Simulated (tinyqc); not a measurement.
Decay of LO phonons and the hot-phonon bottleneck in the cooling of electrons: one step, computed by the program tinyqc.

n(E, T) = 1/(exp(E/(k_B T)) - 1) is the Bose occupation. Electrons have a temperature T_e; the LO modes within their reach share one occupation N; the decay products stay at the lattice temperature.

Task: Lifetime and Raman width. Decay rate 1/tau = (1/tau_0) [1 + n(f hbar omega) + n((1 - f) hbar omega)]. Full width Gamma = 1/(2 pi c tau) in 1/cm, c in cm/s.

Inputs (values chosen for the exercise, modelled on gallium arsenide):
```
quantity                                     value  unit
LO energy hbar omega                          36.1   meV
lifetime at T = 0, tau_0                       9.3    ps
share f of the energy in the softer product   0.44     -
lattice temperature T                          150     K
```

Decay channel: two unequal phonons (Ridley).

Constants: k_B = 8.617333262e-05 eV/K; c = 299792458 m/s.

Give: thermal factor tau_0/tau; phonon lifetime tau; Raman width Gamma; equilibrium LO occupation N_0.

Result:

thermal factor tau_0/tau = 1.678

phonon lifetime tau = 5.541 ps

Raman width Gamma = 0.9581 1/cm

equilibrium LO occupation N_0 = 0.06524

Stimulated decay shortens the lifetime by 40 %.
